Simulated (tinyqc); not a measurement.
Inside a calculation. Method: plane-wave Kohn-Sham cycle with exchange-only LDA in a layered model solid. One step of it, computed by the program tinyqc.

Problem. Iteration 1: potential. V_H(G) = 4 pi rho(G)/G^2 for G != 0 (uniform background); v_x = -(3 rho/pi)^(1/3); V = V_ext + V_H + v_x; Fourier components f(G_m) = (1/N) sum_j f(x_j) exp(-i G_m x_j).

A solid whose potential varies along x alone (atomic units):
```
parameter                      value
period a                   15.100000
cross-section of the cell  24.000000
electrons per cell                 4
grid points                       16
plane waves -n..n, n               2
k points                           4
V1 in V1 cos(2 pi x/a)     -0.170000
```

density at the start, on the grid x_j = j a/N (e/bohr^3): [0.01103753, 0.01103753, 0.01103753, 0.01103753, 0.01103753, 0.01103753, 0.01103753, 0.01103753, 0.01103753, 0.01103753, 0.01103753, 0.01103753, 0.01103753, 0.01103753, 0.01103753, 0.01103753]

Give: Potentials on the grid; V(G_m), m = 0, 1, 2, ....

Solution.

Potentials on the grid (hartree):
```
x        V_ext    V_H     v_x       V
0.000   -0.170  0.000  -0.219  -0.389
0.944   -0.157  0.000  -0.219  -0.376
1.887   -0.120  0.000  -0.219  -0.339
2.831   -0.065  0.000  -0.219  -0.284
3.775        0  0.000  -0.219  -0.219
4.719    0.065  0.000  -0.219  -0.154
5.662    0.120  0.000  -0.219  -0.099
6.606    0.157  0.000  -0.219  -0.062
7.550    0.170  0.000  -0.219  -0.049
8.494    0.157  0.000  -0.219  -0.062
9.438    0.120  0.000  -0.219  -0.099
10.381   0.065  0.000  -0.219  -0.154
11.325       0  0.000  -0.219  -0.219
12.269  -0.065  0.000  -0.219  -0.284
13.213  -0.120  0.000  -0.219  -0.339
14.156  -0.157  0.000  -0.219  -0.376
```

V(G_m), m = 0, 1, 2, ... (hartree): [-0.219, -0.085, 0.000, 0.000, 0.000]
